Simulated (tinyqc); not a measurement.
Hydrogen passivation of interface dangling bonds: competing passivation and dissociation with distributed barriers. Inputs raised by 10 %, one at a time. Computed by tinyqc, a small Python program. Command: `OMP_NUM_THREADS=1 python tinyqc.py 3028052 3028053 out.jsonl passiv sens`. One thread of a shared host (Intel(R) Xeon(R) Processor @ 2.30GHz), about 0.1 s of CPU time with the checks.

P_b + H2 gives P_bH + H at the rate k_f [H2]; P_bH gives P_b + H at the rate k_d. All defects start unpassivated. E_f and E_d are Gaussian and independent.

Inputs (values chosen for the exercise, close to those used for P_b centres at the silicon-oxide interface):
```
quantity                                      value          unit
defect density N0                           4.1e+12        1/cm^2
passivation prefactor k_f0                  5.6e-07        cm^3/s
mean passivation barrier E_f                   1.53            eV
spread sigma_f                                0.092            eV
dissociation prefactor k_d0                 1.9e+13           1/s
mean dissociation barrier E_d                  2.62            eV
spread sigma_d                                0.065            eV
H2 in the oxide per atm, solubility factor  8.3e+17  1/(cm^3 atm)
hydrogen pressure p                             0.1           atm
anneal temperature T                            225             C
anneal time t                                  6200             s
oxide thickness                                  25            nm
```

Constants: k_B = 8.617333262e-05 eV/K; e = 1.602176634e-19 C; eps_0 = 8.8541878128e-12 F/m.

Method:
- [H2] = solubility factor x p; a = k_f0 [H2] exp(-E_f/(k_B T)), d = k_d0 exp(-E_d/(k_B T)). For one pair of barriers the active share is y = [d + a exp(-(a + d) t)]/(a + d).
- Temperatures in kelvin are T(C) + 273.15.
- Average y over both Gaussians with 40 x 40 Gauss-Hermite points.
- Active density N0 y; threshold shift if each active defect holds one charge, e N0 y t_ox/(3.9 eps_0).
- Minimise the averaged y over T between 150 and 900 C: find where ln y is equal at T - 0.05 and T + 0.05 C; T is rounded to 0.1 C.

Runs:
```
input moved                             from        to  active share y  active share, single barriers  least active share  threshold shift (mV)
base run                                   -         -          0.7669                         0.9088           2.954e-05                  3647
passivation prefactor k_f0 (cm^3/s)  5.6e-07  6.16e-07          0.7553                         0.9001           2.623e-05                  3592
mean passivation barrier E_f (eV)       1.53     1.683          0.9799                         0.9973           6.292e-04                  4660
dissociation prefactor k_d0 (1/s)    1.9e+13  2.09e+13          0.7669                         0.9088           3.205e-05                  3647
spread sigma_d (eV)                    0.065    0.0715          0.7669                         0.9088           3.291e-05                  3647
hydrogen pressure p (atm)                0.1      0.11          0.7553                         0.9001           2.623e-05                  3592
anneal time t (s)                       6200      6820          0.7553                         0.9001           2.845e-05                  3592
```

Exponents ln(y'/y) / ln(x'/x):
```
input                         active share y  active share, single barriers  least active share  threshold shift
passivation prefactor k_f0            -0.160                         -0.100              -1.248           -0.160
mean passivation barrier E_f           2.571                          0.975              32.091            2.571
dissociation prefactor k_d0            0.000                          0.000               0.854            0.000
spread sigma_d                         0.000                          0.000               1.134            0.000
hydrogen pressure p                   -0.160                         -0.100              -1.248           -0.160
anneal time t                         -0.160                         -0.100              -0.394           -0.160
```

Among the inputs moved here: active share y answers most in size to mean passivation barrier E_f (exponent +2.571), next to passivation prefactor k_f0 (-0.160); its exponent is below 0.0005 for dissociation prefactor k_d0, spread sigma_d. Its exponent 0.000 in dissociation prefactor k_d0: dissociation plays no part. Active share, single barriers answers most in size to mean passivation barrier E_f (exponent +0.975), next to passivation prefactor k_f0 (-0.100); its exponent is below 0.0005 for dissociation prefactor k_d0, spread sigma_d. Least active share answers most in size to mean passivation barrier E_f (exponent +32.091), next to passivation prefactor k_f0 (-1.248). Threshold shift answers most in size to mean passivation barrier E_f (exponent +2.571), next to passivation prefactor k_f0 (-0.160); its exponent is below 0.0005 for dissociation prefactor k_d0, spread sigma_d.

Caution (all rows): a least active share below 1e-3 is a property of the model; measured passivation levels off well above it. Caution (all rows): atomic hydrogen, which both passivates and depassivates, and further passivation during cooling are left out.

Extremes, crossings and ranges named in words are read from the listed rows.
